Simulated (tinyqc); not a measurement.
# Reflectance at normal incidence against thickness

Normal incidence on air, film (n1) and substrate (N2 = n2 - i k2): r01 = (1 - n1)/(1 + n1), r12 = (n1 - N2)/(n1 + N2), amplitude (r01 + r12 X)/(1 + r01 r12 X), X = exp(-4 pi i n1 d/lam), R its squared modulus, phase from 0 to 360 degrees.

Values chosen for this exercise: wavelength lam = 546.1 nm; index of the transparent film n1 = 1.458; index of the substrate n2 = 4.086; extinction coefficient of the substrate k2 = 0.031.

Result of one run:
```
d (nm)  R (%)  phase of the reflected amplitude (degrees)
48      25.14                                       114.2
```

What becomes of these results when the film thickness d is changed from 48 to 166 nm, all else the same?

Result of the changed run:
```
d (nm)  R (%)  phase of the reflected amplitude (degrees)
166     34.47                                       206.3
```

The whole series:
```
d (nm)  R (%)  phase of the reflected amplitude (degrees)
0       36.82                                       179.8
24      33.74                                       149.6
48      25.14                                       114.2
71      14.86                                       67.51
95      9.986                                       354.8
119     16.12                                       285.0
142     26.49                                       240.7
166     34.47                                       206.3
190     36.77                                       176.4
```

R goes from 36.8 through a minimum of 9.99 (at d = 95 nm among the rows listed) to 36.8 %. At a quarter wave, d = 93.6 nm, R = 9.96 %; for a transparent substrate it would vanish for n1 = sqrt(n2) = 2.02.

Program tinyqc, `OMP_NUM_THREADS=1 python tinyqc.py 2870188 2870189 out.jsonl`; Intel Xeon 2.30GHz, shared host, one thread, about 0.01 s.
